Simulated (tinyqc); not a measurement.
# Worked calculation: single-electron transistor, orthodox theory and master equation

Numbers from tinyqc (`OMP_NUM_THREADS=1 python tinyqc.py 2780009 2780010 out.jsonl`; about 0.01 s on one thread of a shared Intel Xeon 2.30GHz). Printed values are rounded.

A metal island with n extra electrons joins the left lead (voltage V) and the right lead (0 V) by tunnel junctions and couples to a gate. Cs = CL + CR + Cg. Adding electron n + 1 costs mu(n) = [q (n + 1/2) - CL V - Cg Vg]/Cs (in volts); the Fermi levels are -V (left) and 0 (right). A jump that gains the energy W has the rate G(W) = (W/q)/(R [1 - exp(-W/Vt)]), W in volts, Vt = kB T/q. Sequential tunnelling only; I > 0 flows from left to right.

Values chosen for this exercise:
- CL = 4.2 aF (capacitance of the left junction)
- CR = 7.4 aF (capacitance of the right junction)
- Cg = 3.7 aF (gate capacitance)
- RL = 800 kohm (resistance of the left junction)
- RR = 16000 kohm (resistance of the right junction)
- T = 2.8 K (temperature)
- V = 3.8 mV (bias of the left lead)
- Vg = 11 mV (gate voltage)
- n0 = 0 (lowest charge state kept)
- n1 = 1 (highest charge state kept)

Constants: q = 1.602176634e-19 C, kB = 1.380649e-23 J/K, Vt = kB T/q. Results are converted to the units shown.

Range of the model: Cotunnelling, which dominates deep in the blockade, is left out.

## Charging energy and addition levels

q/Cs, the gate period q/Cg, and mu(n) for the transitions kept.

q/Cs = 10.4717 mV
q/Cg = 43.3021 mV
kB T/(q^2/Cs) = 0.0230416
mu(n), n to n + 1, n 0 to 0 (mV): [1.53260]

## Tunnelling rates

Onto the island: from the left W = -V - mu(n), from the right W = -mu(n); off the island (n + 1 to n): to the left W = mu(n) + V, to the right W = mu(n).

```
n to n + 1, n  on from left (1/ns)  on from right (1/ns)  off to left (1/ns)  off to right (1/ns)
0                       1.04924e-8            0.00104422             41.6044             0.598904
```

## Probabilities and current

Steady state: p(n + 1)/p(n) = (sum of on rates)/(sum of off rates), normalised. I = q sum_n [p(n + 1) (off to left) - p(n) (on from left)].

p(n), n 0 to 1: [0.999975, 2.47423e-5]
I = 1.64924e-4 nA
mean n = 2.47423e-5

Two plain resistors in series would pass 0.226 nA; this is 0.0729 % of that. One charge state holds over 99 % of the weight.
